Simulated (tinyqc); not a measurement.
Worked calculation: sheet resistance and Hall data of a diffused or implanted layer. Computed by tinyqc, a small Python program that keeps every step. Command: `OMP_NUM_THREADS=1 python tinyqc.py 3021065 3021066 out.jsonl layer walk`. One thread of a shared host (Intel(R) Xeon(R) Processor @ 2.30GHz), about 0.01 s of CPU time with the checks. Intermediate numbers are printed to about 7 digits and carried at full precision; extremes and crossings named in words are read from the listed rows.

Carriers are taken equal to the net active doping down to the junction (full ionisation, which deep dopants in wide-gap hosts do not reach; no spill-over, no depletion), and the Hall factor is 1.

Inputs (values chosen for the exercise, modelled on donors in GaAs):
```
quantity                                 value        unit
mu_min                                     510  cm^2/(V s)
mu_max                                    9290  cm^2/(V s)
N_ref                                  6.4e+16      1/cm^3
exponent alpha                            0.39           -
peak concentration N_0                   3e+17      1/cm^3
length scale l                             170          nm
background doping N_B (opposite type)    1e+16      1/cm^3
probe current I                            0.5          mA
magnetic field B                           0.3           T
```

Profile: box. Activation: complete.

Constants: e = 1.602176634e-19 C.

## Dose and junction depth

N(x) = N_0 down to x_j = l, dose N_0 l.

dose = 5.10e+12 1/cm^2

junction depth x_j = 170 nm

Caution: the layer is not thick against surface and junction depletion widths, which remove carriers that this model counts.

## Sheet values

Mobility mu = mu_min + (mu_max - mu_min)/(1 + (N_t/N_ref)^alpha), N_t = active doping + N_B; carriers n = active doping - N_B, all dopants active. Integrals from x_0 (0 unless stated) to x_j by the midpoint rule on 400 even intervals: 1/R_s = e int n mu dx; sheet density n_s = int n dx; Hall sheet density (int n mu dx)^2/int n mu^2 dx; Hall mobility int n mu^2 dx/int n mu dx. Mean conductivity 1/(R_s x_j); mean mobility 1/(e n_s R_s).

sheet resistance R_s = 352.6068 ohm

sheet density n_s = 4.93e+12 1/cm^2

mean mobility = 3590.475 cm^2/(V s)

Hall sheet density = 4.93e+12 1/cm^2

Hall mobility = 3590.475 cm^2/(V s)

mean conductivity 1/(R_s x_j) = 166.8247 S/cm

Carriers amount to 96.7 % of the dose. A Hall measurement reports 100.0 % of n_s, exactly n_s for a uniform layer.

## What the probes read

Collinear four-point probe on a large thin layer: V = I R_s ln(2)/pi. Van der Pauw on a symmetric sample: R = R_s ln(2)/pi as well. Hall voltage V_H = I B/(e x Hall sheet density); tangent of the Hall angle V_H/(I R_s).

four-point voltage = 38.89881 mV

Hall voltage = 18.99039 mV

tangent of the Hall angle = 0.1077143

## Shortcuts against the integral

Shortcuts: R_s = 1/(e Q mu) with the dose Q and the mobility at the (active) peak concentration; 1/(e n_s mu) with mu at N_t = n_s/x_j + N_B; 1/(e Q mu_max).

Sheet resistances:
```
method                                   R_s (ohm)  deviation (%)
integral                                  352.6068        0.00000
dose, mobility at the peak                340.8533       -3.33333
n_s, mobility at the mean concentration   350.1086       -0.70851
dose, mu_max                              131.7358      -62.63947
```

The closest shortcut is «n_s, mobility at the mean concentration» (-0.7 %).

Checks made by the program: conductance integral against adaptive quadrature (relative difference below 1e-10).
